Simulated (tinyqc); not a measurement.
Correction of a charged-defect supercell by a model charge and potential alignment (plane-averaged potentials). From alignment C back to width sigma of the true defect charge. Computed by tinyqc, a small Python program. Command: `OMP_NUM_THREADS=1 python tinyqc.py 3110123 3110124 out.jsonl align inv`. One thread of a shared host (Intel(R) Xeon(R) Processor @ 2.30GHz), about 0.05 s of CPU time with the checks.

The "true" defect charge is (1 - x) q in a Gaussian of width sigma plus x q in one of width sigma_t, so the exact answer is known; the correction sees only a single model Gaussian of width sigma_m. A Gaussian of width s has the transform rho(G) = exp(-G^2 s^2/2), normalised to 1. A uniform background cancels q, so G = 0 is left out. Potentials are those felt by a unit positive charge. E_0 is the formation energy of the isolated defect, E_cell its value in the supercell, E_lat = E_iso - E_per of the model charge, C the true less the model potential far from the defect; the exact correction is E_0 - E_cell, and the error of a scheme is E_cell plus its correction less E_0.

Inputs (values chosen for the exercise, with screening close to that of diamond):
```
quantity                                     value      unit
defect charge q                                 -2         e
dielectric constant eps                       5.62         -
edge of the cubic cell L                      14.2  angstrom
width sigma_m of the model charge              1.1  angstrom
share x of the charge in a wide tail             0         -
width sigma_t of the tail                      2.6  angstrom
formation energy of the isolated defect E_0    2.3        eV
```

Constants: e^2/(4 pi eps_0) = 14.39964548 eV angstrom.

Method:
- Periodic energy E_per = (2 pi q^2/(eps L^3)) (e^2/(4 pi eps_0)) sum_(G != 0) rho(G)^2/G^2, G = (2 pi/L)(n1, n2, n3), |n_i| <= 16. Isolated energy: two Gaussians of charges q_a, q_b and widths a, b interact by q_a q_b (e^2/(4 pi eps_0 eps)) sqrt(2/pi)/sqrt(a^2 + b^2), and the self-energy is half the sum over pairs.
- Supercell value E_cell = E_0 + E_per - E_iso for the true charge.
- E_lat = E_iso - E_per for the model charge; point-charge value alpha q^2 e^2/(4 pi eps_0 eps 2 L) with alpha = 2.837297.
- Plane-averaged potential at distance z from the defect: V(z) = (4 pi q/(eps L^3)) (e^2/(4 pi eps_0 e)) sum_(m != 0) rho(G_m) cos(G_m z)/G_m^2, G_m = 2 pi m/L, |m| <= 40.
- C = difference at z = L/2; E_corr = E_cell + E_lat - q C. For charges that have died out at L/2, C = (2 pi q/(eps L^3)) (e^2/(4 pi eps_0 e)) (<s^2> - sigma_m^2), <s^2> = (1 - x) sigma^2 + x sigma_t^2.

Question. A run gave the result below. Find the width sigma of the true defect charge, known to lie between 0.94 and 1.9 angstrom.

alignment C = -0.005135385 V

Answer.

Each step takes the trial c = (a f_b - b f_a)/(f_b - f_a), f being the result less the target and a, b, c the logarithms of the listed values; c replaces end b, the old b replaces a if the sign of f changed, and otherwise f_a is halved.

Scan of the range:
```
width sigma of the true defect charge (angstrom)  alignment C (V)
0.94                                                    0.0036704
1.06                                                    0.0009716
1.19                                                   -0.0023176
1.34                                                   -0.0065851
1.50                                                   -0.0116946
1.69                                                   -0.0185073
1.90                                                   -0.0269611
```

False position (Illinois rule, in the logarithm of the input) inside the bracket:
```
step    end a    end b    trial  alignment C (V)
1     1.19000  1.34000  1.28703      -0.00502043
2     1.34000  1.28703  1.29085      -0.00513114
3     1.34000  1.29085  1.29113      -0.00513930
4     1.29085  1.29113  1.29100      -0.00513538
5     1.29113  1.29100  1.29100      -0.00513538
```

Alignment C falls at every point of a 13-point scan of the range (every second point is shown), so one value fits; it is bracketed by 1.19 and 1.34. Answer: width sigma of the true defect charge = 1.291 angstrom.
